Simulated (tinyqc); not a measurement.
From results back to parameters: Wannier exciton and Elliott formula. Three cases, with inputs chosen for the exercise.

Problem. Bulk exciton lines lie at Eg - Ry*/n^2 with Ry* = Ry mu/eps^2. Lines n = 2 and 3 were computed from hidden Eg and mu.

Constants: Ry = 13.60569312 eV; a0 (Bohr radius) = 0.5291772105 angstrom.
Find: Ry*; Eg; mu; a* = a0 eps/mu.

Method. The spacing is Ry* (1/4 - 1/9).

Case 1.

Values chosen (out of a larger set: near those of GaAs; not measured data): eps = 12.5 (dielectric constant).

lines (eV): 1.492981  1.493547

Solution.

Ry* = 4.07 meV
Eg = 1.4940 eV
mu = 0.047 m0
a* = a0 eps/mu = 141 angstrom

Case 2.

Values chosen (out of a larger set: near those of InP; not measured data): eps = 12.8 (dielectric constant).

lines (eV): 1.460789  1.461462

Solution.

Ry* = 4.85 meV
Eg = 1.4620 eV
mu = 0.058 m0
a* = a0 eps/mu = 116 angstrom

Case 3.

Values chosen (out of a larger set: near those of ZnSe; not measured data): eps = 9.1 (dielectric constant).

lines (eV): 2.809343  2.811930

Solution.

Ry* = 18.63 meV
Eg = 2.8140 eV
mu = 0.113 m0
a* = a0 eps/mu = 42 angstrom

Computed by tinyqc, one run a case: `OMP_NUM_THREADS=1 python tinyqc.py N N+1 out.jsonl` with N = 1252776, 1280669, 1281085; one thread of a shared Intel(R) Xeon(R) Processor @ 2.30GHz, about 0.02 s a run at most.
